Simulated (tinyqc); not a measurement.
From results back to parameters: exchange-split free-electron bands and tunnelling magnetoresistance.

Problem. The electron density n_up + n_dn and the polarisation of the density of states, P = (k_up - k_dn)/(k_up + k_dn), are given; EF and Dx are hidden.

Majority and minority bands E = c k^2/m -/+ Dx/2, c = hbar^2/2m0, so k_up = sqrt(m (EF + Dx/2)/c), k_dn = sqrt(m (EF - Dx/2)/c); n_s = k_s^3/(6 pi^2), D_s = m k_s/(4 pi^2 c).

Constants: hbar^2/2m0 = 3.80998211 eV angstrom^2.

Values chosen for the exercise: m = 1.26 m0 (mass in the electrodes).
n = 0.0873030 1/angstrom^3
P = 0.325573

Find: k_up, k_dn; EF; Dx.

Solution. k_dn/k_up = (1 - P)/(1 + P); n then fixes k_up; EF is the mean and Dx the difference of the two kinetic energies.

k_up, k_dn (1/angstrom): 1.6593  0.8442

EF = 5.24 eV
Dx = 6.17 eV

tinyqc: `OMP_NUM_THREADS=1 python tinyqc.py 1651592 1651593 out.jsonl`; about 0.01 s, one thread, shared Intel(R) Xeon(R) Processor @ 2.30GHz.
